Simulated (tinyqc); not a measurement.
X-ray photoelectron analysis of a thin oxide on a semiconductor: attenuation lengths, thickness, angle series and band offsets. From ratio R back to oxide density. Computed by tinyqc, a small Python program. Command: `OMP_NUM_THREADS=1 python tinyqc.py 3111229 3111230 out.jsonl xps inv`. One thread of a shared host (Intel(R) Xeon(R) Processor @ 2.30GHz), about 0.01 s of CPU time with the checks.

The same element is seen in the oxide and in the substrate, at nearly the same kinetic energy; films are flat and uniform, and the work function is ignored.

Inputs (values chosen for the exercise, modelled on SiO2 on silicon):
```
quantity                                          value     unit
photon energy                                       650       eV
binding energy of the core level                   99.4       eV
oxide formula mass                                60.08    g/mol
valence electrons per oxide formula                  16        -
oxide gap                                          8.95       eV
substrate density                                  2.33   g/cm^3
substrate formula mass                            28.09    g/mol
valence electrons per substrate formula               4        -
substrate gap                                      1.12       eV
oxide thickness d                                   1.8       nm
emission angle from the normal                       30  degrees
attenuation length over inelastic mean free path   0.95        -
carbon overlayer                                   0.47       nm
```

Method:
- TPP-2M: lambda = E/(E_p^2 [b ln(c E) - C/E + D/E^2]) in angstrom, E_p = 28.8 sqrt(N_v rho/M), b = -0.10 + 0.944/sqrt(E_p^2 + E_g^2) + 0.069 rho^0.1, c = 0.191/sqrt(rho), U = N_v rho/M, C = 1.97 - 0.91 U, D = 53.4 - 20.8 U, with E = photon energy less binding energy in eV.
- Attenuation length L = factor x lambda.
- R_0 = (rho_o/M_o) L_o/((rho_s/M_s) L_s); peak ratio R = I_ox/I_sub = R_0 [exp(d/(L_o cos theta)) - 1]; hence d = L_o cos theta ln(1 + R/R_0). A carbon layer weakens both peaks alike, by exp(-d_C/(L_o cos theta)) if its L is taken equal to L_o. This R_0 leaves out intrinsic losses from the substrate peak, so calibrated values can be larger.

Task: A run gave the result below. Find the oxide density, known to lie between 1.6 and 4.1 g/cm^3.

ratio R = 1.28298

Result:

Each step takes the trial c = (a f_b - b f_a)/(f_b - f_a), f being the result less the target and a, b, c the logarithms of the listed values; c replaces end b, the old b replaces a if the sign of f changed, and otherwise f_a is halved.

Scan of the range:
```
oxide density (g/cm^3)  ratio R
1.60                    0.82373
1.87                    0.98398
2.19                    1.17709
2.56                    1.40495
3.00                    1.68342
3.50                    2.01219
4.10                    2.42884
```

False position (Illinois rule, in the logarithm of the input) inside the bracket:
```
step    end a    end b    trial  ratio R
1     2.19000  2.56000  2.35478  1.27792
2     2.56000  2.35478  2.36263  1.28275
3     2.56000  2.36263  2.36334  1.28319
4     2.36263  2.36334  2.36300  1.28298
5     2.36334  2.36300  2.36300  1.28298
```

Ratio R rises at every point of a 13-point scan of the range (every second point is shown), so one value fits; it is bracketed by 2.19 and 2.56. Answer: oxide density = 2.363 g/cm^3.
